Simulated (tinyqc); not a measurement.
Finite square well with mass mismatch (envelope functions): sweeps and comparisons. A value that a table varies takes the place of the one given here.

A square well of width L and depth V0, mass mw inside and mb outside, energies from the bottom of the well, c = hbar^2/2m0. k = sqrt(mw E/c), kappa = sqrt(mb (V0 - E)/c). psi and psi'/m are continuous at the walls (BenDaniel-Duke), so level n solves k L + 2 atan[(k/mw)/(kappa/mb)] = n pi.

Non-parabolic bands: mw is replaced by mw (1 + alpha_w E) and mb by mb (1 - alpha_b (V0 - E)), in k, kappa and the matching condition alike.

Constants: hbar^2/2m0 = 3.80998211 eV angstrom^2.

Parameters, chosen for this exercise (near those of the light valleys of a Si film in SiO2; shifted at random, so the results belong to these values and not to a real crystal):

| symbol | value | unit | meaning |
|---|---|---|---|
| V0 | 3.115 | eV | barrier height |
| mw | 0.185 | m0 | mass in the well |
| mb | 0.521 | m0 | mass in the barrier |
| Ls | (8, 12, 18, 27, 40, 61, 91) | angstrom | widths |
| L | 26 | angstrom | well width |
| alpha_w | 0.52 | 1/eV | non-parabolicity in the well |
| alpha_b | 0.16 | 1/eV | non-parabolicity in the barrier |

## Width of the well

Levels against L, beside the infinite well E1(hard) = c (pi/L)^2/mw; Pb is the probability of level 1 in the barriers; a dash marks an unbound level.

Levels:

| L (angstrom) | bound levels | E1 (eV) | E2 (eV) | E1(hard) (eV) | Pb |
|---|---|---|---|---|---|
| 8 | 1 | 0.8042 | - | 3.1759 | 0.119 |
| 12 | 2 | 0.5019 | 2.1669 | 1.4115 | 0.061 |
| 18 | 3 | 0.2936 | 1.2357 | 0.6273 | 0.028 |
| 27 | 4 | 0.1618 | 0.6638 | 0.2788 | 0.012 |
| 40 | 5 | 0.0863 | 0.3491 | 0.1270 | 0.005 |
| 61 | 8 | 0.0420 | 0.1686 | 0.0546 | 0.002 |
| 91 | 12 | 0.0205 | 0.0821 | 0.0245 | 0.001 |

The infinite well overestimates E1 by a factor 3.95 at 8 angstrom and 1.20 at 91 angstrom. The local exponent d ln E1/d ln L goes from -1.16 (first two rows) to -1.79 (last two), towards the -2 of hard walls, as Pb falls from 0.119 to 0.001. E2 - E1 is largest at 12 angstrom of the widths listed. Non-parabolicity, which grows with the level, already counts at a few tenths of an eV, and levels above about 0.5 eV lie beyond a parabolic band.

## Levels of description

The same well five ways. mb = mw: the barrier takes the mass of the well. psi' continuous: kappa holds mb but the condition drops the masses, k L + 2 atan(k/kappa) = n pi. The last column is measured against BenDaniel-Duke.

Levels (eV):

| model | E1 | E2 | E3 | E1 - E1(BDD) (meV) |
|---|---|---|---|---|
| infinite walls | 0.3007 | 1.2027 | 2.7061 | 129.3 |
| mb = mw | 0.2088 | 0.8245 | 1.8040 | 37.4 |
| BenDaniel-Duke | 0.1714 | 0.7047 | 1.6310 | 0.0 |
| psi' continuous | 0.2391 | 0.9347 | 1.9909 | 67.7 |
| non-parabolic | 0.1840 | 0.6314 | 1.1994 | 12.5 |

Hard walls put E1 129.3 meV too high. Ignoring the mass step moves it by +37.4 meV and the wrong matching by +67.7 meV: with mb/mw = 2.82, continuity of psi'/m lets the slope outside be 2.82 times the slope inside, which acts like a softer wall. Non-parabolicity shifts E1 by +12.5 meV, the balance of a heavier mass in the well, which lowers it, and a lighter mass deep in the barrier, which hardens the wall. Among the finite wells the largest departure in E1 is that of the model 'psi' continuous'.

## What each parameter does

Parabolic bands. Pb is the probability of level 1 in the barriers, (A^2/kappa)/(A^2/kappa + L/2 + sin(kL)/(2k)) with A = cos(kL/2). Each row changes one parameter from the base and keeps the others.

Results:

| case | E1 (eV) | bound levels | Pb | V0 - E1 (eV) |
|---|---|---|---|---|
| base | 0.1714 | 4 | 0.0130 | 2.9436 |
| L = 29 angstrom | 0.1448 | 4 | 0.0102 | 2.9702 |
| V0 = 3.582 eV | 0.1770 | 4 | 0.0112 | 3.4050 |
| mw = 0.2035 m0 | 0.1626 | 4 | 0.0116 | 2.9524 |
| mb = 0.6512 m0 | 0.1628 | 4 | 0.0132 | 2.9522 |

The largest shifts from the base row, up to three for each result and ties (the steps differ in size, so this ranks the rows, not the parameters). E1 (eV): L -0.0266, mw -0.0088, mb -0.0086. bound levels: unchanged at the printed digits by L, V0, mw and mb. Pb: L -0.0028, V0 -0.0019, mw -0.0014. V0 - E1 (eV): V0 +0.4614, L +0.0266, mw +0.0088.

Run: tinyqc, `OMP_NUM_THREADS=1 python tinyqc.py 1252320 1252321 out.jsonl`; Intel(R) Xeon(R) Processor @ 2.30GHz, one thread, shared host; about 0.01 s of CPU time with all checks.
